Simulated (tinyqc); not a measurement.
# Millisecond and nanosecond annealing: surface heating, thermal budget and solid-phase regrowth, step by step

A worked calculation. Computed by tinyqc, a small Python program that keeps every step. Command: `OMP_NUM_THREADS=1 python tinyqc.py 3004387 3004388 out.jsonl flash walk`. One thread of a shared host (Intel(R) Xeon(R) Processor @ 2.30GHz), about 0.01 s of CPU time with the checks. Intermediate numbers are printed to about 6 digits and carried at full precision; extremes and crossings named in words are read from the listed rows.

A square pulse heats the surface of a thick wafer with constant thermal properties; losses by radiation are neglected and silicon melts at 1414 C.

Inputs (values chosen for the exercise, modelled on hot silicon with arsenic):
```
quantity                      value        unit
incident fluence               21.5      J/cm^2
pulse length t_p             0.0005           s
reflectance R                  0.57           -
thermal conductivity k         0.27    W/(cm K)
heat capacity per volume c     2.14  J/(cm^3 K)
preheat temperature T0          600           C
wafer thickness d               775          um
dopant prefactor D0            9.55      cm^2/s
dopant activation energy E     3.99          eV
regrowth prefactor v0       3.6e+08        cm/s
regrowth energy E_v            2.67          eV
amorphous layer                  49          nm
```

Source: flash lamp.

Constants: k_B = 8.617333262e-05 eV/K.

## Peak temperature

Absorbed flux q = (1 - R) fluence/t_p; kappa = k/c. With f(z, t) = (2 q/k) sqrt(kappa t) ierfc(z/(2 sqrt(kappa t))), ierfc(x) = exp(-x^2)/sqrt(pi) - x erfc(x): T = T0 + f(z, t) during the pulse and T0 + f(z, t) - f(z, t - t_p) after it. At the surface the rise at the end of the pulse is 2 q sqrt(t_p/(pi k c)); the fluence that just melts the surface scales with (1414 - T0).

absorbed flux q = 18490 W/cm^2

kappa = 0.126168 cm^2/s

thermal length sqrt(kappa t_p) = 79.4255 um

peak temperature = 1213.75 C

fluence at the melting threshold = 28.5151 J/cm^2

The heated layer is 10 % of the wafer thickness, so the cold bulk quenches the surface.

## Temperature in depth and time

The formulas are those given above.

Temperature (C):
```
t/t_p  surface  z = 0.5 thermal lengths    z = 1    z = 2
0.10    794.08                  632.210  602.144  600.000
0.25    906.87                  708.588  627.334  600.532
0.50   1033.98                  815.170  690.634  609.236
0.75   1131.52                  903.248  755.551  628.636
1.00   1213.75                  979.751  817.177  654.669
1.10   1049.62                  975.764  838.636  666.217
1.50    917.70                  895.657  839.043  706.675
2.00    854.22                  843.241  813.163  726.598
4.00    764.45                  761.512  753.005  723.252
10.00   699.60                  698.943  697.007  689.634
```

One tenth of a pulse length after the end the surface has lost 164 C: cooling starts as sqrt(t - t_p), much faster than heating ends.

## Thermal budget

Temperatures in kelvin are T(C) + 273.15. Integrate exp(-E/(k_B T(t))) at the surface from 0 to 10 t_p (Gauss-Legendre, 60 points in sqrt(t) up to t_p and 60 in sqrt(t - t_p) after it). (Dt) = D0 x integral with E; regrowth = v0 x integral with E_v; effective time = integral/exp(-E/(k_B T_peak)).

budget (Dt) = 2.13609e-17 cm^2

diffusion length 2 sqrt(Dt) = 0.0924357 nm

effective time over t_p = 0.149488

possible regrowth = 359.748 nm

Only 14.9 % of the pulse counts at the peak; the estimate 2 k_B T_peak^2/(E (T_peak - T0)) gives 15.6 %. The amorphous layer of 49 nm regrows fully. Caution: equilibrium diffusivities are used; implant damage enhances diffusion, and k and c vary with temperature. Caution: the peak lies above 1150 C, and amorphous silicon melts some 200 to 250 K below the crystal, so a layer that has not regrown before the peak may melt instead. Caution: a diffusion length below the atomic spacing of 0.235 nm means about one jump per atom or fewer, so the profile does not change measurably.

## Same peak temperature, different pulse lengths

For each t_p the flux is set so that the peak temperature stays the same: q sqrt(t_p) is fixed.

Pulses:
```
t_p (s)   fluence (J/cm^2)   q (W/cm^2)  thermal length (um)  2 sqrt(Dt) (nm)  regrowth (nm)
1.00e-07       3.04056e-01  1.30744e+06          1.12325e+00      1.30724e-03    7.19497e-02
1.00e-06       9.61509e-01  4.13449e+05          3.55202e+00      4.13385e-03    7.19497e-01
1.00e-05       3.04056e+00  1.30744e+05          1.12325e+01      1.30724e-02    7.19497e+00
1.00e-04       9.61509e+00  4.13449e+04          3.55202e+01      4.13385e-02    7.19497e+01
3.00e-04       1.66538e+01  2.38705e+04          6.15227e+01      7.16004e-02    2.15849e+02
1.00e-03       3.04056e+01  1.30744e+04          1.12325e+02      1.30724e-01    7.19497e+02
3.00e-03       5.26640e+01  7.54851e+03          1.94552e+02      2.26420e-01    2.15849e+03
1.00e-02       9.61509e+01  4.13449e+03          3.55202e+02      4.13385e-01    7.19497e+03
```

Fluence and diffusion length grow as sqrt(t_p), regrowth as t_p. The layer of 49 nm regrows from t_p = 0.0001 s on among these rows, at a diffusion length of 0.041 nm. Caution: amorphous silicon melts some 200 to 250 K below the crystal, which matters for the short pulses that reach the peak before regrowth. Caution: the shortest pulses need a source absorbed within their thermal length, and the longest also heat the back of the wafer, which the thick-wafer formula leaves out.

Checks made by the program: heat stored at the end of the pulse against the absorbed fluence (relative difference below 1e-10).
